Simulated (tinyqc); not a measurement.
Punch-through p+-n junction, ionisation integral and breakdown: two steps of the calculation.

A p+ layer at x < 0 and an n drift layer from x = 0 to L on an n+ substrate. Depletion approximation, built-in voltage neglected. Local ionisation coefficients alpha_n = an exp(-(bn/E)^mx), alpha_p = ap exp(-(bp/E)^mx). Electrons move towards +x, holes towards x = 0.

Parameters, values chosen for the exercise; material values close to those of silicon: relative permittivity eps_r = 11.6; prefactor of the electron ionisation coefficient an = 7.07e5 1/cm; field constant for electrons bn = 1.24e6 V/cm; prefactor of the hole ionisation coefficient ap = 1.51e6 1/cm; field constant for holes bp = 2.18e6 V/cm; exponent mx = 1; donor density of the drift layer N = 8.9e14 cm^-3; thickness of the drift layer L = 14 um; reverse voltage V = 203 V; share of the depleted width that the grid covers fr = 1.

Constants: q = 1.602176634e-19 C, eps0 = 8.8541878128e-14 F/cm where lengths are in cm. Results are converted to the units shown.

Task 1. Field and ionisation coefficients on a grid. W = sqrt(2 eps0 eps_r V/(q N)), peak field E0 = q N W/(eps0 eps_r), falling linearly to 0 at W; if W > L the layer is punched through: W = L, E0 = V/L + q N L/(2 eps0 eps_r), falling linearly to E1 = V/L - q N L/(2 eps0 eps_r). Grid: 14 equal steps from 0 to fr W.

Wanted: W; x; E; alpha_n; alpha_p.

Result 1.

W = 14.000 um

```
point  x (um)  E (kV/cm)  alpha_n (1/cm)  alpha_p (1/cm)
0       0.000     242.18          4224.7          186.08
1       1.000     228.30          3094.4          107.64
2       2.000     214.42          2176.9          58.003
3       3.000     200.53          1458.7          28.692
4       4.000     186.65          920.89          12.782
5       5.000     172.77          539.95          5.0000
6       6.000     158.88          288.39          1.6601
7       7.000     145.00          136.60         0.44626
8       8.000     131.12          55.233        0.090827
9       9.000     117.23          18.022        0.012679
10     10.000     103.35          4.3524       0.0010429
11     11.000     89.467         0.67630       3.9509e-5
12     12.000     75.583        0.053027       4.4969e-7
13     13.000     61.700       0.0013222      6.8293e-10
14     14.000     47.817       3.8649e-6      2.3941e-14
```

Task 2. Ionisation integrals by the trapezoid rule. G(x) = integral from 0 to x of (alpha_n - alpha_p); I_n = integral of alpha_n exp(-G) (electrons injected at x = 0), I_p = integral of alpha_p exp(G(end) - G) (holes injected at the far edge); M = 1/(1 - I). All integrals by the trapezoid rule on the grid.

```
point     x (um)  alpha_n (1/cm)  alpha_p (1/cm)
0       0.000000       4224.6746       186.07958
1       1.000000       3094.3581       107.63872
2       2.000000       2176.8913       58.003282
3       3.000000       1458.6623       28.691735
4       4.000000       920.88522       12.781586
5       5.000000       539.94934       5.0000358
6       6.000000       288.39099       1.6600713
7       7.000000       136.60066      0.44625598
8       8.000000       55.232951     0.090827458
9       9.000000       18.021939     0.012679448
10     10.000000       4.3523760    0.0010428995
11     11.000000      0.67629679    3.9508515e-5
12     12.000000     0.053027490    4.4968751e-7
13     13.000000    0.0013222051   6.8293258e-10
14     14.000000    3.8648557e-6   2.3941499e-14
```

Wanted: G; alpha_n exp(-G); I_n; I_p; M_n; M_p.

Result 2.

```
point      G  alpha_n exp(-G) (1e3 1/cm)
0      0.000                       4.225
1      0.351                       2.178
2      0.607                       1.187
3      0.784                       0.666
4      0.901                       0.374
5      0.973                       0.204
6      1.014                       0.105
7      1.035                       0.049
8      1.045                       0.019
9      1.048                       0.006
10     1.050                       0.002
11     1.050                       0.000
12     1.050                       0.000
13     1.050                       0.000
14     1.050                       0.000
```

I_n = 0.6902
I_p = 0.06326
M_n = 3.228
M_p = 1.068

Program tinyqc, `OMP_NUM_THREADS=1 python tinyqc.py 2120133 2120134 out.jsonl`; Intel Xeon 2.30GHz, shared host, one thread, about 0.1 s.
